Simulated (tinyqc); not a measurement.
Comparisons within one model: free-carrier optics of a doped semiconductor (Drude model with one polar phonon). A value that a table varies takes the place of the one given here.

eps(E) = ei [1 - Ep^2/(E^2 + i E Gam)] + (es - ei) wT^2/(wT^2 - E^2 - i E gT), with Ep^2 = 8 pi c (e^2/(4 pi eps0)) N/(m ei), c = hbar^2/2m0, N in 1/angstrom^3 (1e-24 per 1/cm^3); Gam = hbar/tau, tau = mu m m0/e with m0/e = 5.685630e-12 kg/C and mu in m^2/(V s). Energies in meV.

n + i k = sqrt(eps1 + i eps2) with k >= 0; R = ((n - 1)^2 + k^2)/((n + 1)^2 + k^2) at normal incidence from vacuum; alpha = 2 E k/(hbar c), times 1e8 for 1/cm; loss function Im(-1/eps) = eps2/(eps1^2 + eps2^2).

Constants: hbar^2/2m0 = 3.80998211 eV angstrom^2; e^2/(4 pi eps0) = 14.39964547 eV angstrom; hbar = 6.58211957e-16 eV s; hbar c = 1973.269805 eV angstrom.

Parameters, chosen for this exercise (mass and dielectric values near those of SiC; N and mu are free inputs; interband absorption and the rise of the mass with filling are left out; not measured data):

| symbol | value | unit | meaning |
|---|---|---|---|
| m | 0.393 | m0 | conductivity mass |
| ei | 6.51 |  | high-frequency dielectric constant |
| wT | 97.1 | meV | TO phonon |
| es | 9.79 |  | static dielectric constant |
| N | 1.1e+18 | 1/cm^3 | carrier density |
| mu | 86 | cm^2/(V s) | mobility |
| gT | 0.3 | meV | phonon damping |
| E | 33.8 | meV | photon energy |

## The coupled modes against doping

L-, L+ solve E^4 - (wL^2 + Ep^2) E^2 + Ep^2 wT^2 = 0, wL = wT sqrt(es/ei); damping left out; energies in meV.

Modes:

| N (1/cm^3) | Ep | L- | L+ | Ep sqrt(ei/es) |
|---|---|---|---|---|
| 8.0e+17 | 20.76 | 16.84 | 119.69 | 16.93 |
| 3.0e+18 | 40.21 | 32.13 | 121.50 | 32.79 |
| 8.0e+18 | 65.66 | 50.50 | 126.25 | 53.54 |
| 2.0e+19 | 103.82 | 71.58 | 140.83 | 84.66 |
| 3.0e+19 | 127.15 | 79.71 | 154.90 | 103.69 |
| 5.0e+19 | 164.16 | 87.02 | 183.18 | 133.86 |
| 1.0e+20 | 232.15 | 92.38 | 244.00 | 189.31 |
| 3.0e+20 | 402.10 | 95.62 | 408.31 | 327.89 |
| 8.0e+20 | 656.62 | 96.56 | 660.31 | 535.44 |

wL = 119.07 meV

At low density L- follows Ep sqrt(ei/es) (16.84 against 16.93), a plasmon screened by the lattice, and L+ starts at wL. At the highest density L- has come within 0.54 meV of wT, since the carriers screen the field that lifts wL, and L+ is within 3.69 meV of Ep. The branches are closest, 69.25 meV, at 2e+19 1/cm^3 of those listed. The mass is held fixed, while in a real band it rises with filling.

## Reflectance across the plasma edge

Spectrum:

| E (meV) | eps1 | eps2 | R | alpha (1/cm) |
|---|---|---|---|---|
| 2.4 | 6.52 | 46.72 | 0.646 | 1.10e+03 |
| 7.3 | 6.66 | 14.76 | 0.436 | 1.62e+03 |
| 12.2 | 6.92 | 8.20 | 0.328 | 1.71e+03 |
| 17.0 | 7.25 | 5.32 | 0.274 | 1.61e+03 |
| 20.7 | 7.54 | 3.99 | 0.254 | 1.48e+03 |
| 24.3 | 7.82 | 3.09 | 0.246 | 1.33e+03 |
| 26.8 | 8.02 | 2.61 | 0.244 | 1.24e+03 |
| 30.4 | 8.31 | 2.08 | 0.244 | 1.10e+03 |
| 36.5 | 8.79 | 1.45 | 0.250 | 902 |
| 48.7 | 9.80 | 0.77 | 0.267 | 610 |
| 73.0 | 13.46 | 0.32 | 0.327 | 321 |
| 121.7 | 0.52 | 0.11 | 0.027 | 907 |

Ep = 24.3 meV and Gam = 34.3 meV: Gam exceeds Ep, so damping washes the plasma edge out. R is 0.646 at the lowest energy and lowest, 0.027, at 121.7 meV of those listed; without damping and phonon it would vanish at Ep sqrt(ei/(ei - 1)) = 26.5 meV. At the highest energy R is 0.027, against 0.191 for ei alone. Between the last two rows alpha goes as E^2.03, where the Drude limit far above Ep and Gam is E^-2; Gam and the phonon term both still act in these rows. The phonon adds its own band of high reflectance between wT = 97.1 meV and about wL = 119.1 meV, which the rows may miss. The lowest R listed is the dip just above wL, not the plasma minimum.

## Free-carrier absorption and index change in the near infrared

At the wavelengths listed E = hc/lambda (hc = 1239.841984 eV nm). Approximate forms: alpha = ei Ep^2 Gam/(E^2 sqrt(ei) hbar c) and dn = -sqrt(ei) Ep^2/(2 E^2). The phonon term is left out here.

Free carriers:

| lambda (micrometre) | E (meV) | alpha (1/cm) | alpha, approximate | dn | dn, approximate |
|---|---|---|---|---|---|
| 1.31 | 946.4 | 2.93 | 2.93 | -0.000843 | -0.000844 |
| 1.55 | 799.9 | 4.10 | 4.10 | -0.00118 | -0.00118 |
| 2.00 | 619.9 | 6.82 | 6.83 | -0.00196 | -0.00197 |
| 3.00 | 413.3 | 15.3 | 15.4 | -0.00440 | -0.00443 |
| 5.00 | 248.0 | 42.1 | 42.7 | -0.0121 | -0.0123 |
| 8.00 | 155.0 | 105 | 109 | -0.0302 | -0.0315 |
| 10.60 | 117.0 | 180 | 192 | -0.0514 | -0.0553 |

At 1.55 micrometre alpha = 4.1 1/cm and dn = -0.00118; a phase shift of pi needs a length lambda/(2 |dn|) = 657 micrometre, over which the loss is 1.17 dB. The approximate alpha is within 5 % up to 8 micrometre of the wavelengths listed; it needs photon energies well above both Ep and Gam, which lie at 50.9 and 36.2 micrometre. Interband and intervalley absorption are left out.

## What moves the optical constants

At the energy E. Each row changes one parameter from the base and keeps the others.

Results:

| case | Ep (meV) | Gam (meV) | R | alpha (1/cm) |
|---|---|---|---|---|
| base | 24.35 | 34.25 | 0.2468 | 986 |
| N = 1.65e+18 1/cm^3 | 29.82 | 34.25 | 0.2374 | 1.54e+03 |
| m = 0.4716 m0 | 22.23 | 28.54 | 0.2454 | 811 |
| mu = 51.6 cm^2/(V s) | 24.35 | 57.09 | 0.2613 | 829 |
| ei = 6.84 | 23.75 | 34.25 | 0.2458 | 988 |
| E = 40.6 meV | 24.35 | 34.25 | 0.2549 | 789 |

The largest shifts from the base row, up to three for each result and ties (the steps differ in size, so this ranks the rows, not the parameters). Ep (meV): N +5.47, m -2.12, ei -0.59; unchanged at the printed digits by mu and E. Gam (meV): mu +22.84, m -5.71; unchanged at the printed digits by N, ei and E. R: mu +0.0145, N -0.0094, E +0.0081. alpha (1/cm): N +556, E -197, m -175.

Run: tinyqc, `OMP_NUM_THREADS=1 python tinyqc.py 1680494 1680495 out.jsonl`; Intel(R) Xeon(R) Processor @ 2.30GHz, one thread, shared host; about 0.01 s of CPU time with all checks.
